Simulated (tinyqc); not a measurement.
Free-carrier absorption and index change in the near infrared: free-carrier optics of a doped semiconductor (Drude model with one polar phonon).

eps(E) = ei [1 - Ep^2/(E^2 + i E Gam)] + (es - ei) wT^2/(wT^2 - E^2 - i E gT), with Ep^2 = 8 pi c (e^2/(4 pi eps0)) N/(m ei), c = hbar^2/2m0, N in 1/angstrom^3 (1e-24 per 1/cm^3); Gam = hbar/tau, tau = mu m m0/e with m0/e = 5.685630e-12 kg/C and mu in m^2/(V s). Energies in meV.

n + i k = sqrt(eps1 + i eps2) with k >= 0; R = ((n - 1)^2 + k^2)/((n + 1)^2 + k^2) at normal incidence from vacuum; alpha = 2 E k/(hbar c), times 1e8 for 1/cm; loss function Im(-1/eps) = eps2/(eps1^2 + eps2^2).

Constants: hbar^2/2m0 = 3.80998211 eV angstrom^2; e^2/(4 pi eps0) = 14.39964547 eV angstrom; hbar = 6.58211957e-16 eV s; hbar c = 1973.269805 eV angstrom.

Values chosen for the exercise (mass and dielectric values near those of InP; N and mu are free inputs; interband absorption and the rise of the mass with filling are left out; shifted at random, so the results belong to these values and not to a real crystal):

| symbol | value | unit | meaning |
|---|---|---|---|
| N | 3.3e+18 | 1/cm^3 | carrier density |
| m | 0.0766 | m0 | conductivity mass |
| mu | 6000 | cm^2/(V s) | mobility |
| ei | 9.78 |  | high-frequency dielectric constant |

At the wavelengths listed E = hc/lambda (hc = 1239.841984 eV nm). Approximate forms: alpha = ei Ep^2 Gam/(E^2 sqrt(ei) hbar c) and dn = -sqrt(ei) Ep^2/(2 E^2). The phonon term is left out here.

Free carriers:

| lambda (micrometre) | E (meV) | alpha (1/cm) | alpha, approximate | dn | dn, approximate |
|---|---|---|---|---|---|
| 1.31 | 946.4 | 2.72 | 2.71 | -0.0106 | -0.0106 |
| 1.55 | 799.9 | 3.81 | 3.79 | -0.0149 | -0.0148 |
| 2.00 | 619.9 | 6.36 | 6.31 | -0.0248 | -0.0247 |
| 3.00 | 413.3 | 14.5 | 14.2 | -0.0561 | -0.0556 |
| 5.00 | 248.0 | 41.5 | 39.4 | -0.158 | -0.154 |
| 8.00 | 155.0 | 117 | 101 | -0.424 | -0.395 |
| 10.60 | 117.0 | 238 | 177 | -0.795 | -0.694 |

At 1.55 micrometre alpha = 3.81 1/cm and dn = -0.0149; a phase shift of pi needs a length lambda/(2 |dn|) = 52.1 micrometre, over which the loss is 0.09 dB. The approximate alpha is within 5 % up to 3 micrometre of the wavelengths listed; it needs photon energies well above both Ep and Gam, which lie at 15.9 and 492.2 micrometre. Interband and intervalley absorption are left out.

Program tinyqc; command `OMP_NUM_THREADS=1 python tinyqc.py 1680187 1680188 out.jsonl`; about 0.01 s on one thread of a shared Intel(R) Xeon(R) Processor @ 2.30GHz.
